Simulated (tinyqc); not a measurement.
From results back to parameters: Shockley state of an s-p chain by decimation. Three cases, with inputs chosen for the exercise.

Problem. For the s-p chain the s level is -d/2 - 2 ts cos k and the p level d/2 + 2 tp cos k at k = 0 and pi, and at k = pi/2 the bands lie sqrt(d^2 + 16 u^2) apart. The values below come from hidden parameters.

Find: d, ts, tp, |u|; order at k = pi.

Method. Means give -d/2 and d/2, widths 4 ts and 4 tp; u follows from the splitting. The order is inverted where s lies above p at pi.

Case 1.

s level (eV): k = 0 -2.480, k = pi 1.480
p level (eV): k = 0 2.720, k = pi -1.720
splitting at pi/2 = 1.92083 eV

Solution.

d, ts, tp, |u| (eV): 1.00  0.99  1.11  0.41

order at k = pi: inverted

Case 2.

s level (eV): k = 0 -3.265, k = pi 1.455
p level (eV): k = 0 3.005, k = pi -1.195
splitting at pi/2 = 4.86893 eV

Solution.

d, ts, tp, |u| (eV): 1.81  1.18  1.05  1.13

order at k = pi: inverted

Case 3.

s level (eV): k = 0 -2.450, k = pi 0.830
p level (eV): k = 0 2.670, k = pi -1.050
splitting at pi/2 = 2.63644 eV

Solution.

d, ts, tp, |u| (eV): 1.62  0.82  0.93  0.52

order at k = pi: inverted

Computed by tinyqc, one run a case: `OMP_NUM_THREADS=1 python tinyqc.py N N+1 out.jsonl` with N = 1482715, 1482837, 1482899; one thread of a shared Intel(R) Xeon(R) Processor @ 2.30GHz, about 0.4 s a run at most.
